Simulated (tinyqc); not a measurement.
# p-type polysilicon, carrier trapping at grain boundaries: effects of single changes

One-dimensional grains of size Lg, uniform ionised doping N, monovalent traps Qt at each boundary at a depth Et below (for electrons) or above (for holes) the band edge there, abrupt depletion of width W on each side of a boundary, Boltzmann statistics. xi is the distance from the band edge at the grain centre to the Fermi level. Trapped charge Qt/(1 + exp((xi + VB - Et)/Vt)) = 2 N W, barrier VB = q N W^2/(2 eps0 eps_r).

Inputs (values chosen for the exercise); values of the order met in polycrystalline silicon: temperature T = 250 K; relative permittivity eps_r = 11.7; valence-band density of states at T NB = 2.02e19 cm^-3; grain size Lg = 19 nm; trap density of a grain boundary Qt = 7.6e11 cm^-2; depth of the trap level from the majority band edge at the boundary Et = 0.41 eV; mass for thermionic emission ms = 0.32 m0; correction factor of the emission rate fe = 1; mobility inside the grains mug = 50 cm^2/(V s); doping N = 3.5e17 cm^-3.

Constants: q = 1.602176634e-19 C, kB = 1.380649e-23 J/K, m0 = 9.1093837015e-31 kg, Vt = kB T/q, eps0 = 8.8541878128e-14 F/cm where lengths are in cm. Results are converted to the units shown.

Each table varies one quantity; the others keep the values above.

## Effect of the doping

If the trap equation with xi = Vt ln(NB/N) has a root W < Lg/2, the grain is partly depleted; otherwise W = Lg/2 and the trap equation gives xi = Et - VB + Vt ln(Qt/(N Lg) - 1). N* = Qt/Lg. n0 = NB exp(-xi/Vt); mean density n0 (1 - 2 W/Lg) by charge balance in a partly depleted grain, and n0 (sqrt(pi)/2) erf(u)/u with u = sqrt(VB/Vt) in a fully depleted one; v = sqrt(kB T/(2 pi ms m0)); barrier resistivity Vt exp(VB/Vt)/(q fe n0 v Lg); grain resistivity (1 - 2 W/Lg)/(q n0 mug); effective mobility 1/(q mean density total resistivity). Rows with xi above 0.45 V, towards mid-gap, are left out, since the other carrier type is ignored.

Results:
columns A: N (cm^-3); B: N/N*; C: depleted share 2 W/Lg; D: VB (V); E: xi (V); F: mean density (cm^-3); G: resistivity (ohm cm); H: effective mobility (cm^2/(V s))
```
A             B         C          D         E          F         G       H
7.1e16  0.17750    1.0000  0.0049551   0.43808  2.7655e10  6.8876e5  327.68
1.3e17  0.32500    1.0000  0.0090727   0.41667  7.0462e10  3.0871e5  286.93
2.5e17  0.62500    1.0000   0.017447   0.38155  3.2241e11     89183  217.07
4.8e17   1.2000   0.83333   0.023263  0.080565  8.0000e16   0.14334  544.30
9e17     2.2500   0.44444   0.012407  0.067022  5.0000e17   0.10928  114.23
3.2e18   8.0000   0.12500  0.0034895  0.039694  2.8000e18  0.040123  55.556
6.1e18   15.250  0.065574  0.0018306  0.025796  5.7000e18  0.022032  49.701
```

Estimate the missing row, N = 1.7e18 cm^-3.

Computed row:
columns A: N (cm^-3); B: N/N*; C: depleted share 2 W/Lg; D: VB (V); E: xi (V); F: mean density (cm^-3); G: resistivity (ohm cm); H: effective mobility (cm^2/(V s))
```
A            B        C          D         E          F         G       H
1.7e18  4.2500  0.23529  0.0065685  0.053321  1.3000e18  0.069160  69.421
```

With this row back in the table: As N goes from 7.1e16 to 6.1e18, VB goes from 0.00496 through a maximum of 0.0233 (at N = 4.8e17 among the rows listed) to 0.00183 V, the resistivity falls from 6.89e5 to 0.0220 ohm cm and the effective mobility moves up and down between 49.7 and 544 cm^2/(V s). The steepest fall of the resistivity among the rows, as N^(-20.5), lies between N = 2.5e17 and 4.8e17 cm^-3; N* = 4.00e17 cm^-3. While the grain is fully depleted VB grows as N; once the traps are full it falls as 1/N. For N = 1.7e18, 3.2e18, 6.1e18 xi is under 2.5 Vt, where Boltzmann statistics begin to fail. For N = 7.1e16, 1.3e17, 2.5e17, 9e17, 1.7e18, 3.2e18, 6.1e18 VB is below Vt, where abrupt depletion and thermionic emission are rough. For N = 4.8e17, 9e17 the grain is near the changeover between partial and full depletion, within a few Debye lengths, where both limits are rough. For N = 7.1e16, 1.3e17, 2.5e17, 4.8e17, 9e17, 1.7e18, 3.2e18 the effective mobility exceeds mug, since drift through the depleted part of the grain is left out.

## Effect of the grain size

Same model as above.

N* = Qt/Lg.

Results:
columns A: Lg (nm); B: N/N*; C: depleted share 2 W/Lg; D: VB (V); E: xi (V); F: mean density (cm^-3); G: resistivity (ohm cm); H: effective mobility (cm^2/(V s))
```
A         B        C         D        E         F        G      H
10   0.4605    1.000  0.006766   0.4066  1.159e11  3.308e5  162.7
17   0.7829    1.000   0.01955   0.3628  7.497e11  4.607e4  180.7
53    2.441   0.4097   0.03190  0.08737  2.066e17   0.2840  106.4
94    4.329   0.2310   0.03190  0.08737  2.691e17   0.3157  73.46
160   7.368   0.1357   0.03190  0.08737  3.025e17   0.3326  62.04
290   13.36  0.07488   0.03190  0.08737  3.238e17   0.3434  56.14
500   23.03  0.04343   0.03190  0.08737  3.348e17   0.3490  53.42
```

Estimate the missing row, Lg = 31 nm.

Computed row:
columns A: Lg (nm); B: N/N*; C: depleted share 2 W/Lg; D: VB (V); E: xi (V); F: mean density (cm^-3); G: resistivity (ohm cm); H: effective mobility (cm^2/(V s))
```
A       B       C        D        E         F       G      H
31  1.428  0.7005  0.03190  0.08737  1.048e17  0.2324  256.2
```

With this row back in the table: As Lg goes from 10 to 500, VB rises from 0.00677 to 0.0319 V, the resistivity goes from 3.31e5 through a minimum of 0.232 (at Lg = 31 among the rows listed) to 0.349 ohm cm and the effective mobility goes from 163 through a maximum of 256 (at Lg = 31 among the rows listed) to 53.4 cm^2/(V s). For Lg = 10, 17 VB is below Vt, where abrupt depletion and thermionic emission are rough. For Lg = 31 the grain is near the changeover between partial and full depletion, within a few Debye lengths, where both limits are rough. In every row the effective mobility exceeds mug, since drift through the depleted part of the grain is left out.

Numbers from tinyqc (`OMP_NUM_THREADS=1 python tinyqc.py 2830291 2830292 out.jsonl`; about 0.01 s on one thread of a shared Intel Xeon 2.30GHz).
